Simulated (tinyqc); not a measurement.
# On-chip interconnect, size-dependent resistivity and RC delay, step by step

Numbers from tinyqc (`OMP_NUM_THREADS=1 python tinyqc.py 2100089 2100090 out.jsonl`; about 0.01 s on one thread of a shared Intel Xeon 2.30GHz). Printed values are rounded.

A rectangular line between two neighbours and two ground planes. Surface and grain-boundary scattering are added to the bulk resistivity as corrections; capacitances are parallel-plate values without fringing; inductance is ignored.

Values chosen for this exercise; metal values close to those of tungsten: bulk resistivity rho0 = 5.18 uohm cm; bulk mean free path lam = 15.6 nm; specular share of surface scattering ps = 0.5; reflection coefficient of grain boundaries Rg = 0.46; grain size over the metal width gr = 1.5; drawn line width wd = 72 nm; aspect ratio, height over width AR = 1.8; liner on both walls and the bottom, not conducting tl = 1.1 nm; space to the neighbouring lines sp = 86 nm; dielectric height to the planes above and below hd = 77 nm; relative permittivity of the dielectric ek = 2.5; Miller factor of the neighbours Mf = 2; line length Lw = 120 um; driver resistance Rd = 750 ohm; load capacitance Cl = 0.29 fF; time step dt = 7.3 ps.

Constants: eps0 = 8.8541878128e-12 F/m. Results are converted to the units shown.

## Resistivity, resistance and capacitance per length

Metal width x = wd - 2 tl, height y = AR wd - tl; grain boundaries (Mayadas-Shatzkes): al = (lam/(gr x)) Rg/(1 - Rg), g = 1/[1 - 3 al/2 + 3 al^2 - 3 al^3 ln(1 + 1/al)] - 1; surfaces (Fuchs-Sondheimer, thick limit): s = (3/8) lam (1 - ps)(1/x + 1/y); rho = rho0 (1 + g + s); r = rho/(x y); c = eps0 ek (2 wd/hd + 2 Mf AR wd/sp).

x = 69.8 nm
y = 128.5 nm
al = 0.126923
g = 0.184064
s = 0.0646681
rho = 6.46843 uohm cm
r = 7.21175 ohm/um
c = 0.174827 fF/um

rho is 1.25 times the bulk value; grain boundaries add more (0.184 against 0.0647). The liner takes 3.88 % of the cross-section.

## Ladder and Elmore delays

7 equal pi sections: series Rs = r Lw/7; node capacitances c Lw/7, halved at nodes 0 and 7, with Cl added to node 7; Rd feeds node 0. Elmore delay of node k: the sum, over the resistors on the path to k, of resistance times all capacitance downstream of it.

Rs = 123.630 ohm

| node | C (fF) | Elmore delay (ps) |
|---|---|---|
| 0 | 1.49852 | 15.9519 |
| 1 | 2.99703 | 18.3962 |
| 2 | 2.99703 | 20.4699 |
| 3 | 2.99703 | 22.1731 |
| 4 | 2.99703 | 23.5058 |
| 5 | 2.99703 | 24.4679 |
| 6 | 2.99703 | 25.0596 |
| 7 | 1.78852 | 25.2807 |

The far-end value equals Rd (c Lw + Cl) + r Lw (c Lw/2 + Cl) for any number of pi sections; the line resistance contributes 36.9 % of it.

## Step 1: node voltages after a time step

| node | v at t = 0 (V) |
|---|---|
| 0 | 0 |
| 1 | 0 |
| 2 | 0 |
| 3 | 0 |
| 4 | 0 |
| 5 | 0 |
| 6 | 0 |
| 7 | 0 |

A 1 V step is applied behind Rd at t = 0. C dv/dt = -G v + b, with G the conductance matrix of the ladder (1/Rs between neighbours, 1/Rd added at node 0) and b = (1 V/Rd, 0, ...). Backward Euler step: (C/dt + G) v(new) = (C/dt) v + b.

| node | v at t = 1 dt (V) |
|---|---|
| 0 | 0.441173 |
| 1 | 0.360252 |
| 2 | 0.297617 |
| 3 | 0.250087 |
| 4 | 0.215251 |
| 5 | 0.191340 |
| 6 | 0.177141 |
| 7 | 0.171934 |

## Step 2: node voltages after a time step

As before.

| node | v at t = 2 dt (V) |
|---|---|
| 0 | 0.598265 |
| 1 | 0.536030 |
| 2 | 0.482717 |
| 3 | 0.438799 |
| 4 | 0.404459 |
| 5 | 0.379722 |
| 6 | 0.364548 |
| 7 | 0.358885 |

## Course in time

A 1 V step is applied behind Rd at t = 0. C dv/dt = -G v + b, with G the conductance matrix of the ladder (1/Rs between neighbours, 1/Rd added at node 0) and b = (1 V/Rd, 0, ...). Backward Euler step: (C/dt + G) v(new) = (C/dt) v + b. The last column solves the same ladder exactly by its modes.

Voltages (V):

| t (ps) | node 0 | node 3 | node 7 | node 7, exact |
|---|---|---|---|---|
| 7.300 | 0.4412 | 0.2501 | 0.1719 | 0.1822 |
| 14.60 | 0.5983 | 0.4388 | 0.3589 | 0.4073 |
| 21.90 | 0.6997 | 0.5773 | 0.5128 | 0.5713 |
| 29.20 | 0.7737 | 0.6810 | 0.6314 | 0.6900 |
| 36.50 | 0.8292 | 0.7591 | 0.7215 | 0.7758 |
| 43.80 | 0.8710 | 0.8180 | 0.7897 | 0.8378 |
| 51.10 | 0.9026 | 0.8626 | 0.8411 | 0.8827 |
| 58.40 | 0.9264 | 0.8962 | 0.8800 | 0.9152 |
| 65.70 | 0.9444 | 0.9216 | 0.9094 | 0.9386 |
| 73.00 | 0.9580 | 0.9408 | 0.9315 | 0.9556 |
| 80.30 | 0.9683 | 0.9553 | 0.9483 | 0.9679 |
| 87.60 | 0.9760 | 0.9662 | 0.9609 | 0.9768 |

The far end of the ladder reaches 0.5 V at 18.43 ps, 0.729 of its Elmore delay (ln 2 = 0.693 for a single pole); the slowest mode has a time constant of 22.53 ps. The largest error of the backward Euler steps at that node is 59 mV.
